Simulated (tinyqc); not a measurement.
Raising U: Hubbard chain of 3 sites, mean field against exact. Computed by the program tinyqc. Collinear unrestricted mean field (the lowest of 40 random starts) against exact diagonalisation.

one-body matrix (hopping and site energies) (eV):
```
         1        2        3
1  -0.4200  -1.9300   0.0000
2  -1.9300   0.3600  -1.9300
3   0.0000  -1.9300  -0.5300
```

electrons, up and down: 2  1

Exact and mean-field results (eV):
```
U            U/t    E exact  E mean field  mean |n_up - n_down|  double occupancy, exact  first gap in the sector
0.9600    0.4974  -5.533211     -5.511842                0.3658                   0.1915                   2.4241
1.9300    1.0000  -5.006147     -4.921700                0.4103                   0.1707                   2.3710
3.8600    2.0000  -4.135247     -3.844151                0.5502                   0.1308                   2.0938
5.7900    3.0000  -3.478064     -3.012455                0.7239                   0.0975                   1.7876
7.7200    4.0000  -2.989560     -2.465845                0.8347                   0.0725                   1.5237
11.5800   6.0000  -2.346323     -1.863125                0.9254                   0.0420                   1.1423
15.4400   8.0000  -1.959097     -1.549706                0.9581                   0.0265                   0.8995
23.1600  12.0000  -1.530538     -1.231859                0.9814                   0.0129                   0.6228
38.6000  20.0000  -1.163569     -0.975693                0.9933                   0.0049                   0.3814
```

What does the comparison show, and why?

In absolute terms mean field is worst at U/t = 4.0, 0.524 eV too high: at small U it is nearly exact, and at large U it misses only exchange-scale energies. Relative to the exact energy its error is 0.4 % at the smallest U, 21 % at most and 16 % at the largest. The double occupancy falls from 0.191 to 0.005.
